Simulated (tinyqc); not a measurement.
Worked calculation: hydrogenic impurity: series, fields, screening, photoionisation and donor-acceptor pairs. Computed by tinyqc, a small Python program that keeps every step. Command: `OMP_NUM_THREADS=1 python tinyqc.py 3022522 3022523 out.jsonl hydrogenic walk`. One thread of a shared host (Intel(R) Xeon(R) Processor @ 2.30GHz), about 0.01 s of CPU time with the checks. Intermediate numbers are printed to about 6 digits and carried at full precision; extremes and crossings named in words are read from the listed rows.

One isotropic, parabolic band. Effective units: Ry* and a*, in which H = -nabla^2 - 2/r.

Inputs (values chosen for the exercise, for a model semiconductor):

| quantity | value | unit |
|---|---|---|
| electron mass m | 0.1 | m_0 |
| dielectric constant eps | 13 | - |
| donor density N | 2.6e+15 | cm^-3 |
| magnetic field B | 11 | T |

Parts treated: magnetic field and screening.

Constants: Ry = 13.605693123 eV; a_0 = 0.529177210903 angstrom; h x 1 THz = 4.135667696 meV; mu_B = 5.7883818060e-05 eV/T.

## Effective units and the series

Ry* = Ry m/eps^2, a* = a_0 eps/m; level n is bound by Ry*/n^2; <r> = (3/2) a* in 1s; lines 1s -> np at Ry* (1 - 1/n^2); 1 THz = 4.135667696 meV.

Ry* = 8.05071 meV

a* = 68.7930 angstrom

<r> of 1s = 103.190 angstrom

Series:

| n | binding (meV) | line from 1s (meV) | line (THz) |
|---|---|---|---|
| 2 | 2.01268 | 6.03803 | 1.45999 |
| 3 | 0.89452 | 7.15618 | 1.73036 |
| 4 | 0.50317 | 7.54754 | 1.82499 |
| 5 | 0.32203 | 7.72868 | 1.86879 |

## Overlap of donors

Wigner-Seitz radius r_s = (3/(4 pi N))^(1/3); Mott criterion N_c^(1/3) a* = 0.26; overlap of two 1s orbitals at distance d: S = exp(-x)(1 + x + x^2/3), x = d/a*, with d = N^(-1/3).

r_s = 451.141 angstrom

Mott density = 5.39867e+16 cm^-3

N over the Mott density = 0.0481600

overlap S = 0.00125180

The sample is on the insulating side, with isolated donors.

## Donor in a magnetic field

gamma = hbar omega_c/(2 Ry*) = mu_B B/(m Ry*). For m_z = 0, H = -nabla^2 - 2/r + gamma^2 rho^2/4, and the band edge moves to gamma Ry*. Basis: exp(-al rho^2 - be z^2), al_k = 0.02 x 2.4^k + gamma/4 x c with k = 0..11, be_k = 0.02 x 2.4^k and c = 0, 0.5, 1 (36 functions). With A = al_i + al_j, B = be_i + be_j (not the field) and the common factor pi^(3/2) dropped: S = 1/(A sqrt(B)), kinetic S (4 al_i al_j/A + 2 be_i be_j/B), <rho^2> = S/A, <1/r> = (2/sqrt(pi)) atanh(u)/(A u), u = sqrt(1 - B/A), which is (2/sqrt(pi))/A when A = B; overlap eigenvalues below 1e-11 are dropped. Binding = (gamma - E) Ry*; the spin term shifts level and edge alike.

gamma = 0.790890

hbar omega_c = 12.7344 meV

magnetic length a*/sqrt(gamma) = 77.3547 angstrom

ground level = -6.19065 meV

binding energy in the field = 12.5579 meV

The field squeezes the orbit and raises the binding by a factor 1.560.

## Weak-field and exact binding

Perturbation theory: E = -1 + gamma^2/2 - (53/96) gamma^4 Ry*.

Ground level (Ry*):

| gamma | B (T) | basis | second order | fourth order | binding |
|---|---|---|---|---|---|
| 0.079 | 1.0988 | -0.996893 | -0.99688 | -0.9969 | 1.07589 |
| 0.200 | 2.7817 | -0.980756 | -0.98000 | -0.9809 | 1.18076 |
| 0.300 | 4.1725 | -0.958366 | -0.95500 | -0.9595 | 1.25837 |
| 0.400 | 5.5634 | -0.929203 | -0.92000 | -0.9341 | 1.32920 |
| 0.500 | 6.9542 | -0.894413 | -0.87500 | -0.9095 | 1.39441 |
| 0.700 | 9.7359 | -0.811440 | -0.75500 | -0.8876 | 1.51144 |
| 0.790 | 10.9876 | -0.769385 | -0.68795 | -0.9030 | 1.55939 |
| 1.000 | 13.9084 | -0.662328 | -0.50000 | -1.0521 | 1.66233 |
| 1.600 | 22.2534 | -0.307734 | 0.28000 | -3.3381 | 1.90773 |
| 3.200 | 44.5068 | 0.821101 | 4.12000 | -53.7701 | 2.37890 |

Second order stays within 1 % of the basis value up to gamma = 0.40 of those listed and fourth order up to 0.40; beyond, the truncated (asymptotic) series fails, while the binding keeps growing slowly, to 2.38 Ry* at gamma = 3.2.

## Binding under screening

Thomas-Fermi screening by N free electrons of one valley, taken as a degenerate gas (the hypothesis that all donors are ionised): q a* = sqrt(4 k_F a*/pi), k_F = (3 pi^2 N)^(1/3). Screened potential -(2/r) exp(-q r). Basis exp(-zeta r), zeta_k = 0.02 x 1.6^k, k = 0..23: S = 2/s^3, T = zeta_i zeta_j S, V = -2/(s + q)^2 with s = zeta_i + zeta_j; overlap eigenvalues below 1e-11 are dropped.

q a* = 0.610417

screened binding energy = 1.64579 meV

Screening leaves 20.4 % of the binding. Caution: well below the Mott density the electrons are bound or non-degenerate, so this screening is formal: it serves to locate the transition, not to give the level.

## From screening to the Mott criterion

First order: 1 - 2 q a*. One exponent: the maximum over zeta of 8 zeta^3/(2 zeta + q)^2 - zeta^2 (golden section on 0.01 to 1.2).

Binding (Ry*):

| N^(1/3) a* | N (cm^-3) | q a* | first order | one exponent | basis |
|---|---|---|---|---|---|
| 0.0019 | 2.10682e+10 | 0.086510 | 0.826979 | 0.837616 | 0.837623 |
| 0.0057 | 5.68841e+11 | 0.149841 | 0.700319 | 0.731120 | 0.731177 |
| 0.0140 | 8.42851e+12 | 0.234831 | 0.530337 | 0.602775 | 0.603050 |
| 0.0280 | 6.74281e+13 | 0.332102 | 0.335797 | 0.474287 | 0.475165 |
| 0.0470 | 3.18904e+14 | 0.430270 | 0.139460 | 0.362481 | 0.364497 |
| 0.0710 | 1.09936e+15 | 0.528836 | -0.057672 | 0.266566 | 0.270381 |
| 0.0950 | 2.63352e+15 | 0.611721 | -0.223443 | 0.197568 | 0.203457 |

The binding falls from 0.838 to 0.203 Ry*. First order, a constant shift of the potential, overshoots and turns negative from q a* = 0.5. One exponent loses the state at q a* = 1 (N^(1/3) a* = 0.254, the classic form of the Mott criterion); the full basis keeps it to 1.19. The dilute rows are formal, since there the electrons are bound or non-degenerate.

Checks made by the program: weak-field limit -1 + gamma^2/2 (relative difference 8e-06); the bound state at q = 0 (relative difference 8e-07).
